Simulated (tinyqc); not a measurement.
Cahn-Hilliard equation on a periodic one-dimensional grid: one step, computed by the program tinyqc. Command: `OMP_NUM_THREADS=1 python tinyqc.py 3030334 3030335 out.jsonl cahn walk`. One thread of a shared host (Intel(R) Xeon(R) Processor @ 2.30GHz), about 0.2 s of CPU time with the checks.

Free energy F = h sum_j [A (c_j^2 - 1)^2/4 + (kappa/2) ((c_(j+1) - c_j)/h)^2]; dc/dt = Lap(mu), mu = A (c^3 - c) - kappa Lap(c), Lap(y)_j = (y_(j+1) - 2 y_j + y_(j-1))/h^2, mobility 1; the grid has n = 12 points.

Question. Linear stability. f'' = A (3 c0^2 - 1). Mode m has lambda_m = (4/h^2) sin^2(pi m/n) and the rate w_m = -lambda_m (f'' + kappa lambda_m). In the continuum the fastest wavelength is 2 pi sqrt(2 kappa/|f''|) with the rate f''^2/(4 kappa). Explicit steps near c = +-1, where f'' = 2A, are stable for dt < 2/(16 kappa/h^4 + 8 A/h^2).

Inputs (values chosen for the exercise, in reduced units):

| quantity | value | unit |
|---|---|---|
| spacing h | 1 | - |
| well depth A | 1.1 | - |
| gradient coefficient kappa | 1.2 | - |
| mean composition c0 | 0.26 | - |

Give: f''; Modes of the grid; fastest wavelength; largest rate; explicit limit of dt.

Answer.

f'' = -0.87692

Modes of the grid:

| m | lambda_m | w_m |
|---|---|---|
| 1 | 0.268 | 0.15 |
| 2 | 1.000 | -0.32 |
| 3 | 2.000 | -3.05 |
| 4 | 3.000 | -8.17 |
| 5 | 3.732 | -13.44 |
| 6 | 4.000 | -15.69 |

fastest wavelength = 10.39

largest rate = 0.1602

explicit limit of dt = 0.07143
